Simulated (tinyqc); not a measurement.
Inside a calculation. Method: tight binding, honeycomb lattice. Computed by tinyqc, a small Python program that keeps every step. Settings: t1 = 2.73, t2 = 0, phi = 1.57, delta = 2.42, points = 5. Command: `OMP_NUM_THREADS=1 python tinyqc.py 22658 22659 out.jsonl` (the two numbers bound the seeds that draw the settings). One thread of a shared host (Intel(R) Xeon(R) Processor @ 2.60GHz), about 0.01 s of CPU time with the checks.

## Bloch Hamiltonian at k

Parameters chosen for this model:

| parameter | value | unit |
|---|---|---|
| t1 | 2.730000 | eV, nearest |
| t2 | 0 | eV, second neighbours |
| phi | 1.570000 | rad, phase of t2 (Haldane) |
| delta | 2.420000 | eV, +/- on A and B |

k point k (fractions of the reciprocal vectors): -0.310000  0.160000

H_AB = -t1 (1 + exp(-i k.a1) + exp(-i k.a2)); H_AA = delta - 2 t2 sum cos(k.b + phi), H_BB = -delta - 2 t2 sum cos(k.b - phi), b = a1, a2 - a1, -a2.

H(k) at k (eV):
```
                     A                    B
A             2.420000  -3.187827-0.233275i
B  -3.187827+0.233275i            -2.420000
```

## Levels at k

Diagonalise the Hermitian matrix.

eigenvalues (eV): -4.009122  4.009122

weights |c|^2 of the basis functions:
```
     band 1    band 2
A  0.198188  0.801812
B  0.801812  0.198188
```

## Bloch Hamiltonian at K

k point K (fractions of the reciprocal vectors): 0.333333  0.666667

As before.

H(k) at K (eV):
```
          A          B
A  2.420000   0.000000
B  0.000000  -2.420000
```

## Levels at K

As before.

eigenvalues (eV): -2.420000  2.420000

weights |c|^2 of the basis functions:
```
     band 1    band 2
A  0.000000  1.000000
B  1.000000  0.000000
```

## Bands along a path

The same steps at evenly spaced points between the labelled ones.

Bands along the path (eV):

| k | band 1 | band 2 |
|---|---|---|
| G | -8.540053 | 8.540053 |
| G-K 0.33 | -7.323966 | 7.323966 |
| G-K 0.67 | -4.402835 | 4.402835 |
| K | -2.420000 | 2.420000 |
| K-M 0.33 | -2.822491 | 2.822491 |
| K-M 0.67 | -3.408792 | 3.408792 |
| M | -3.648191 | 3.648191 |
| M-K' 0.33 | -3.408792 | 3.408792 |
| M-K' 0.67 | -2.822491 | 2.822491 |
| K' | -2.420000 | 2.420000 |

With 1 band(s) filled, the highest filled level on these points lies at K and the lowest empty one at K: a gap of 4.8400 eV, direct.

## Chern number of the lower band

On a 5 x 5 mesh, the phase of the product of overlaps around each plaquette (k1 then k2); the sum over 2 pi is an integer.

plaquette phases (rad):
```
           1          2          3          4          5
1   0.000000  -0.068883  -0.142852   0.090658   0.039749
2   0.068883   0.000000  -0.352603  -0.315546   0.090658
3   0.142852   0.352603   0.000000  -0.352603  -0.142852
4  -0.090658   0.315546   0.352603   0.000000  -0.068883
5  -0.039749  -0.090658   0.142852   0.068883   0.000000
```

Chern number = 0.000000
